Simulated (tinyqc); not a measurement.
Minority-electron transport through the base of a bipolar transistor (Moll-Ross and Kroemer integrals): one step, computed by the program tinyqc.

Low injection, one dimension, x from the emitter edge (0) to the collector edge (W), s = x/W. Recombination is treated as a small correction (valid for tau_B well below tau_n), computed from the stored charge.

Task: Gain and speed. Emitter-limited gain beta_E = G_E/G_B; recombination-limited gain beta_R = tau_n/tau_B; 1/beta = 1/beta_E + 1/beta_R; f_T from the base alone = 1/(2 pi tau_B).

Inputs (values chosen for the exercise, modelled on GaAs):
```
quantity                     value      unit
saturation velocity v_s       0.71  1e7 cm/s
electron lifetime tau_n         67        ns
emitter Gummel number G_E  1.7e+14    s/cm^4
temperature T                  300         K
```

Base doping profile: Gaussian. Gap grading: none. Exit of the base: infinite sink.

base Gummel number G_B = 5.220838e+12 s/cm^4

base transit time tau_B = 0.5510621 ps

Give: beta_E; beta_R; current gain beta; f_T from the base alone.

Result:

beta_E = 32.562

beta_R = 1.2158e+05

current gain beta = 32.553

f_T from the base alone = 288.81 GHz

The gain is limited mainly by hole injection into the emitter (100 % of the base current). Caution: the mean velocity exceeds v_s, so drift-diffusion with a low-field mobility overstates the speed.
